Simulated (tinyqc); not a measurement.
Schemes compared: quasiparticle equation with a plasmon-pole self-energy for two band edges.

For each edge E = e + X + Sc(E), with the correlation part Sc(E) = A[0]/(E - a + w) + A[1]/(E - b - w); a and b are the valence and conduction energies that enter the Green function (a = ev, b = ec in the one-shot scheme). Z = 1/(1 - dSc/dE), dSc/dE = -A[0]/(E - a + w)^2 - A[1]/(E - b - w)^2.

Values chosen for the exercise (scales of the order of those of AlN; shifted at random, so the results belong to these values and not to a real crystal):
- ev = 0 eV (mean-field valence top)
- ec = 4.23 eV (mean-field conduction edge)
- w = 19.9 eV (pole energy)
- Av = (45.4, 23.1) eV^2 (weights of the valence state on the hole and electron poles)
- Ac = (28, 44) eV^2 (the same for the conduction state)
- Xv = -2.87 eV (exchange minus the mean-field potential, valence)
- Xc = 1.85 eV (the same, conduction)

Z = 1; linearised; exact one-shot; energies updated in G (a, b); updated in G and W, where w grows by half of the opening of the gap (a rule chosen for the exercise).

Results (eV):
```
scheme               Ev     Ec    gap  opening
mean field        0.000  4.230  4.230    0.000
Z = 1            -1.546  5.029  6.575    2.345
linearised       -1.339  4.920  6.259    2.029
one-shot, exact  -1.332  4.918  6.250    2.020
update G         -1.467  4.934  6.400    2.170
update G and W   -1.551  5.005  6.556    2.326
```

The openings run from 2.020 (one-shot, exact) to 2.345 eV (Z = 1). Linearising moves the gap by 9 meV, updating G +150 meV and updating W a further +155 meV: once Z is kept, the level of self-consistency matters more than linearising.

tinyqc: `OMP_NUM_THREADS=1 python tinyqc.py 1851029 1851030 out.jsonl`; about 0.02 s, one thread, shared Intel(R) Xeon(R) Processor @ 2.30GHz.
